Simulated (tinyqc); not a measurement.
Superjunction drift layer against a plain one, charge balance: one step of the calculation.

Alternating n and p pillars of equal width wp, doping N and length Lp. When depleted, the lateral field peaks at Ex = q N wp/(2 eps0 eps_r) at the pillar junctions and a uniform vertical field Ey is added; breakdown is taken where Ex^2 + Ey^2 = Ef^2. Only the n pillars conduct, narrowed by the zero-bias depletion. A first-order model: the field peaks at the pillar ends are left out.

Question. Design of the pillars. Ex = a Ef gives N = 2 eps0 eps_r a Ef/(q wp); Ey = Ef sqrt(1 - a^2); Lp = BV/Ey; xd = sqrt(eps0 eps_r Vb/(q N)) on each side; Rsp = 2 Lp/(q mu(N) N (1 - 2 xd/wp)). mu(N) = mi + (mx - mi)/(1 + (N/Nr)^0.9).

Inputs (values chosen for the exercise); values close to those of 4H silicon carbide:

| symbol | value | unit | meaning |
|---|---|---|---|
| eps_r | 9.82 |  | relative permittivity of the semiconductor |
| mx | 931 | cm^2/(V s) | mobility at low doping |
| mi | 39.2 | cm^2/(V s) | mobility at high doping |
| Nr | 2e17 | cm^-3 | reference doping of the mobility |
| BV | 1700 | V | wanted breakdown voltage |
| wp | 0.8 | um | width of each pillar |
| Ef | 2.3 | MV/cm | critical field inside the pillars |
| a | 0.49 |  | lateral peak field as a share of Ef |
| Vb | 2.8 | V | built-in voltage of the pillar junctions |

Constants: q = 1.602176634e-19 C, eps0 = 8.8541878128e-14 F/cm where lengths are in cm. Results are converted to the units shown.

Find: N; Ey; Lp; xd; Rsp.

Answer.

N = 1.5290e17 cm^-3
Ey = 2.0050 MV/cm
Lp = 8.4790 um
xd = 0.099689 um
Rsp = 0.17115 mohm cm^2

The pillars have an aspect ratio of 10.6. Their doping is 13.8 times, and their Rsp 0.204 times, that of the plain layer.

tinyqc, about 0.01 s, one thread, Intel Xeon 2.30GHz (shared host): `OMP_NUM_THREADS=1 python tinyqc.py 2590115 2590116 out.jsonl`
